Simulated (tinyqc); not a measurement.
Single-oscillator infrared dielectric function of a polar cubic crystal: one step, computed by the program tinyqc.

One ion pair, charges +Z* and -Z*, in a cell of volume Omega = a^3/4. Frequencies omega are given as wavenumbers (1/cm); eps_s is the static dielectric constant.

Problem. Surface and particle modes. Without damping, eps(omega) = -x eps_m gives omega^2 = omega_TO^2 (eps_s + x eps_m)/(eps_inf + x eps_m): x = 1 for a flat surface at large wave vector, x = 2 for the dipole mode of a small sphere. The reflectivity R for light from vacuum (not from the medium eps_m) vanishes where eps = 1, omega^2 = omega_TO^2 (eps_s - 1)/(eps_inf - 1).

Inputs (values chosen for the exercise, modelled on sodium chloride): omega_TO = 161 1/cm; eps_inf = 2.23; eps_m of the surrounding medium = 3.9.

Structure: rock salt. Free carriers: absent.

eps_s = 5.969329

Give: surface mode; sphere mode; zero of R.

Solution.

surface mode = 204.29 1/cm

sphere mode = 188.64 1/cm

zero of R = 323.61 1/cm
